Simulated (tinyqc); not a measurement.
Polycrystal bounds against single-crystal directions: anisotropic elasticity and sound waves of a cubic crystal. Computed by tinyqc, a small Python program. Command: `OMP_NUM_THREADS=1 python tinyqc.py 3030544 3030545 out.jsonl cubicelastic walk`. One thread of a shared host (Intel(R) Xeon(R) Processor @ 2.30GHz), about 0.01 s of CPU time with the checks.

Voigt order 1..6 = xx, yy, zz, yz, xz, xy, with engineering shear strains. The rotated frame has x' as named, z' along the wafer normal and y' = z' x x'.

Inputs (values chosen for the exercise, modelled on indium phosphide): C11 = 101.6 GPa; C12 = 57.2 GPa; C44 = 44.83 GPa.

Frame: (110) wafer, x' along [001].

Method. S11 = (C11 + C12)/D, S12 = -C12/D, D = (C11 - C12)(C11 + 2 C12), S44 = 1/C44. Zener ratio A = 2 C44/(C11 - C12); S0 = S11 - S12 - S44/2; H = 2 C44 + C12 - C11. B = (C11 + 2 C12)/3; Voigt G = (C11 - C12 + 3 C44)/5; Reuss G = 5/(4 (S11 - S12) + 3 S44); Hill is their mean; E = 9BG/(3B + G), nu = (3B - 2G)/(6B + 2G). Along <hkl>, with g = 0, 1/4, 1/3: 1/E = S11 - 2 S0 g; for a film with that normal C33 = C11 + 2 H g and M = [6B - (3B - C33) - (3B - C33)^2/C33]/2.

S11 = 16.5582 1/TPa

S12 = -5.96430 1/TPa

S44 = 22.3065 1/TPa

S0 = 11.3693 1/TPa

H = 45.26 GPa

Zener ratio A = 2.01937

bulk modulus B = 72 GPa

Averages:
```
average  G (GPa)  E (GPa)       nu
Voigt     35.778   92.082  0.28685
Reuss     31.845   83.260  0.30727
Hill      33.812   87.706  0.29698
```

Directions:
```
direction  E (GPa)  biaxial modulus M (GPa)
<100>        60.39                    94.39
<110>        91.97                   136.22
<111>       111.37                   146.97
```

What follows from these numbers?

The bounds on G differ by 12 %, while E varies by a factor 1.84 with direction; with A above 1 the stiffest axis is <111>. Under a fixed mismatch strain, grains with a <100> normal store the least energy.

Extremes, crossings and ranges named in words are read from the listed rows.
